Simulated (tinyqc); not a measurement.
## Doping from the body effect

Question. The threshold of a long MOSFET, counted against the source, shifts by gamma (sqrt(2 phiF + Vsb) - sqrt(2 phiF)) with gamma = sqrt(2 eps0 eps_r q N)/Cox. Find 2 phiF, gamma and N from two shifts.

Inputs (values chosen for the exercise):
```
symbol  value  unit                meaning
eps_r    11.5        relative permittivity
```

Constants: q = 1.602176634e-19 C, eps0 = 8.8541878128e-14 F/cm where lengths are in cm. Results are converted to the units shown.

|VT - VT(0)| at source-body biases 0.7 and 2.9 V (V): [0.28437927, 0.90778946]
Cox = 1.3850480 uF/cm^2

Answer. The ratio of the shifts depends on 2 phiF alone and rises steadily with it, so it fixes 2 phiF; either shift then gives gamma, and gamma gives N.

2 phiF = 0.9619 V
gamma = 0.9222 V^0.5
N = 5.000e18 cm^-3

tinyqc, about 0.01 s, one thread, Intel Xeon 2.30GHz (shared host): `OMP_NUM_THREADS=1 python tinyqc.py 2060074 2060075 out.jsonl`
